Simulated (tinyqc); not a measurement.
RHF in the 6-31g basis, for H3+, spin multiplicity 1, step by step (part 2 of 2). Computed by tinyqc, a small Python program that keeps every step (integrals from PySCF). Command: `OMP_NUM_THREADS=1 python tinyqc.py 28597 28598 out.jsonl` (the two numbers bound the seeds that draw the settings). One thread of a shared host (Intel(R) Xeon(R) Processor @ 2.60GHz), about 0.04 s of CPU time with the checks.

Geometry (angstrom):
```
atom         x         y          z
H     0.000000  0.000000   0.000000
H     0.000000  0.000000   0.997000
H     0.000000  1.088000  -0.123000
```

## Convergence

Stop when the energy changes by less than 1e-09 hartree and every element of the error matrix X^T (F D S - S D F) X is below 9e-06.

Course of the cycle:
```
iteration  E (hartree)     change  largest element of the error matrix
1          -1.17298761          -                             1.73e-01
2          -1.20902655  -3.60e-02                             1.65e-02
3          -1.20954981  -5.23e-04                             8.45e-04
4          -1.20955155  -1.74e-06                             5.04e-05
5          -1.20955155  -3.30e-09                             6.55e-06
6          -1.20955155  -1.02e-10                             5.96e-07
```

PySCF RHF in the same basis = -1.20955155 hartree

Converged in 6 iterations.

## Populations, bond orders and dipole

D after iteration 6, lower triangle:
```
          1H 1s     1H 2s     2H 1s     2H 2s     3H 1s     3H 2s
1H 1s  0.211519
1H 2s  0.160441  0.121697
2H 1s  0.162916  0.123574  0.125481
2H 2s  0.112655  0.085451  0.086769  0.060000
3H 1s  0.148465  0.112613  0.114350  0.079072  0.104207
3H 2s  0.111224  0.084365  0.085667  0.059238  0.078068  0.058486
```

overlap S, lower triangle:
```
          1H 1s     1H 2s     2H 1s     2H 2s     3H 1s     3H 2s
1H 1s  1.000000
1H 2s  0.658292  1.000000
2H 1s  0.255240  0.412878  1.000000
2H 2s  0.412878  0.751081  0.658292  1.000000
3H 1s  0.197146  0.375063  0.043638  0.209895  1.000000
3H 2s  0.375063  0.708054  0.209895  0.495541  0.658292  1.000000
```

Mulliken: Z minus the diagonal of D S on the atom; Loewdin: the same with S^(1/2) D S^(1/2); Mayer order: 2 sum_s sum (D(s) S)_ij (D(s) S)_ji over the two atoms.

Charges (e):
```
atom  Mulliken   Loewdin
1H    0.079295  0.109932
2H    0.428060  0.409877
3H    0.492644  0.480191
```

Mayer bond orders:
```
pair     order
2-1   0.526588
3-1   0.467125
3-2   0.290177
```

dipole moment about the origin, x y z (debye): 0.000000  2.577317  1.740809
